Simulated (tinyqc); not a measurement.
A log to judge: global model of a low-pressure process discharge: electron temperature, density, ion flux and ion energy. Computed by tinyqc. Command: `OMP_NUM_THREADS=1 python tinyqc.py 3112833 3112834 out.jsonl plasma walk`. One thread of a shared host (Intel(R) Xeon(R) Processor @ 2.30GHz), about 0.01 s of CPU time with the checks.

Maxwellian electrons with temperature T_e in eV, one positive ion, no negative ions, uniform bulk density n; rate constants have the Arrhenius form.

Inputs (values chosen for the exercise, of the order of those of an inductive discharge in a simple atomic gas):

| quantity | value | unit |
|---|---|---|
| ion mass M | 35.5 | u |
| ionisation prefactor K0 | 7.1e-14 | m^3/s |
| ionisation energy E_iz | 14 | eV |
| ion-neutral cross section | 9.1e-19 | m^2 |
| pressure p | 0.37 | Pa |
| gas temperature T_g | 600 | K |
| radius R | 25 | cm |
| height L | 14 | cm |
| mixing | 1 | - |

Constants: k_B = 1.380649e-23 J/K; e = 1.602176634e-19 C; u = 1.6605390666e-27 kg.

Method:
- n_g = p/(k_B T_g); lambda_i = 1/(n_g sigma); h_L = 0.86/sqrt(3 + L/(2 lambda_i)), h_R = 0.8/sqrt(4 + R/lambda_i); A_eff = 2 pi R^2 h_L + 2 pi R L h_R; d_eff = pi R^2 L/A_eff.
- Particle balance: K0 exp(-E_iz/T_e) n_g d_eff = u_B, u_B = sqrt(e T_e/M).
- Cycle: T_out = T sqrt(loss/creation) with loss/creation = u_B/(K0 exp(-E_iz/T) n_g d_eff); T -> T + mixing (T_out - T), kept between 0.3 and 60 eV, from 3 eV; stop at |T_out - T| < 1e-9 eV or after 60 steps.

Course:

| step | T (eV) | T_out (eV) | residual (eV) |
|---|---|---|---|
| 0 | 3.00000 | 2.41763 | -0.58237 |
| 1 | 2.41763 | 3.23837 | 0.82074 |
| 2 | 3.23837 | 2.24030 | -0.99808 |
| 3 | 2.24030 | 3.70261 | 1.46231 |
| 4 | 3.70261 | 2.01990 | -1.68271 |
| 5 | 2.01990 | 4.57461 | 2.55472 |
| 6 | 4.57461 | 1.83497 | -2.73965 |
| ... | ... | ... | ... |
| 53 | 1.79355 | 6.10623 | 4.31268 |
| 54 | 6.10623 | 1.79355 | -4.31268 |
| 55 | 1.79355 | 6.10623 | 4.31268 |
| 56 | 6.10623 | 1.79355 | -4.31268 |
| 57 | 1.79355 | 6.10623 | 4.31268 |
| 58 | 6.10623 | 1.79355 | -4.31268 |
| 59 | 1.79355 | 6.10623 | 4.31268 |

Can the last value be used, and what does the course show?

No. Not converged in 60 steps: the residual has stopped falling and repeats with period one or two: the iteration swings between two states. The slope of T_out at the root is 5/4 - E_iz/(2 T_e), and the cycle needs |1 + mixing (slope - 1)| < 1. Reruns converge with mixing = 0.3; or with mixing = 0.15.
